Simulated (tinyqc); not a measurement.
From results back to parameters: band-to-band tunnelling across a p-n junction in a two-band chain. Two cases, with inputs chosen for the exercise.

Problem. In a uniform field T = exp(-B/F), B = (pi/4) sqrt(m/c) Eg^(3/2), c = hbar^2/2m0, 1 V/angstrom = 100 MV/cm. m is the band-edge mass, the same for both bands (twice the reduced mass). The ratio below comes from a hidden m.

Constants: hbar^2/2m0 = 3.80998211 eV angstrom^2.

Find: B; m.

Method. B is the logarithm over 1/F1 - 1/F2, and m = c (4B/pi)^2/Eg^3 with B in V/angstrom.

Case 1.

Values chosen (out of a larger set: gap and mass near those of GaSb; not measured data): Eg = 0.707 eV (gap); F1 = 1.1 MV/cm (first field); F2 = 2.09 MV/cm (second field).

ln(T2/T1) = 2.133450

Solution.

B = 4.954 MV/cm
m = 0.0429 m0

Case 2.

Values chosen (out of a larger set: gap and mass near those of InAs; not measured data): Eg = 0.368 eV (gap); F1 = 1.12 MV/cm (first field); F2 = 2.42 MV/cm (second field).

ln(T2/T1) = 0.672984

Solution.

B = 1.403 MV/cm
m = 0.0244 m0

Computed by tinyqc, one run a case: `OMP_NUM_THREADS=1 python tinyqc.py N N+1 out.jsonl` with N = 1451747, 1451840; one thread of a shared Intel(R) Xeon(R) Processor @ 2.30GHz, about 0.01 s a run at most.
